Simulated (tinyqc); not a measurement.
## Polarisation and half-bias from two TMR values

Question. A tunnel junction has TMR = TMR0/(1 + (V/Vh)^2), TMR0 = 2 P1 P2/(1 - P1 P2). Find TMR0, Vh and P2.

Values chosen for this exercise: spin polarisation of the reference layer P1 = 0.74.

TMR at 0.1 and 0.5 V (%): 157.40380  57.886117

Answer. 1/TMR is linear in V^2, and P1 P2 = TMR0/(2 + TMR0).

TMR0 = 170 %
Vh = 0.360 V
P2 = 0.620

Numbers from tinyqc (`OMP_NUM_THREADS=1 python tinyqc.py 2450153 2450154 out.jsonl`; about 0.01 s on one thread of a shared Intel Xeon 2.30GHz).
